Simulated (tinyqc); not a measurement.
## Single-junction solar cell, detailed-balance limit: effect of the cell temperature

Every photon above the gap Eg makes one pair and none below is absorbed; carriers thermalise at T and move without loss. Jsc = q fs X Phi(Eg, Ts); the dark current is J0 = q ge Phi(Eg, T)/ERE with the Boltzmann factor exp(V/Vt). The efficiency is the electrical power over fs X sigma Ts^4.

Photon flux above E from a black body at temperature T into a hemisphere: Phi(E, T) = A sum_k exp(-k E/th)[E^2 th/k + 2 E th^2/k^2 + 2 th^3/k^3], k = 1, 2, ..., with th = kB T/q in eV and A = 2 pi q^3/(h^3 c^2). J(V) = Jsc - J0 (exp(V/Vt) - 1); Voc = Vt ln(1 + Jsc/J0); at maximum power v = Vmp/Vt solves (1 + v) exp(v) = 1 + Jsc/J0. Pin = fs X sigma Ts^4, sigma = 2 pi^5 kB^4/(15 h^3 c^2). FF = Vmp Jmp/(Voc Jsc).

Inputs (values chosen for the exercise):

| symbol | value | unit | meaning |
|---|---|---|---|
| Ts | 5760 | K | temperature of the black-body sun |
| fs | 2.16e-5 |  | share of the hemisphere filled by the sun |
| X | 1 |  | concentration |
| ERE | 0.0001 |  | external radiative efficiency |
| ge | 1 |  | number of faces that emit |
| Eg | 1.13 | eV | band gap |

Constants: q = 1.602176634e-19 C, kB = 1.380649e-23 J/K, h = 6.62607015e-34 J s, c = 299792458 m/s, Vt = kB T/q. Results are converted to the units shown.

The same in every row: Jsc (mA/cm^2) = 52.247.

Results:
```
T (K),Voc (V),Eg/q - Voc (V),FF,efficiency (%)
200,0.81898,0.31102,0.89945,28.547
240,0.75288,0.37712,0.87657,25.575
280,0.68616,0.44384,0.85138,22.639
360,0.55117,0.57883,0.79120,16.900
400,0.48302,0.64698,0.75418,14.117
440,0.41448,0.71552,0.71049,11.412
480,0.34559,0.78441,0.65784,8.8100
```

Estimate the missing row, T = 320 K.

Computed row:
```
T (K),Voc (V),Eg/q - Voc (V),FF,efficiency (%)
320,0.61890,0.51110,0.82321,19.744
```

With this row back in the table: As T goes from 200 to 480 K, Jsc stays at 52.2 mA/cm^2, Voc falls from 0.819 to 0.346 V and the efficiency falls from 28.5 to 8.81 %. Voc changes by -1.69 mV/K on average with Eg fixed, and the efficiency by -0.42 % of itself per kelvin.

tinyqc, about 0.01 s, one thread, Intel Xeon 2.30GHz (shared host): `OMP_NUM_THREADS=1 python tinyqc.py 2820125 2820126 out.jsonl`
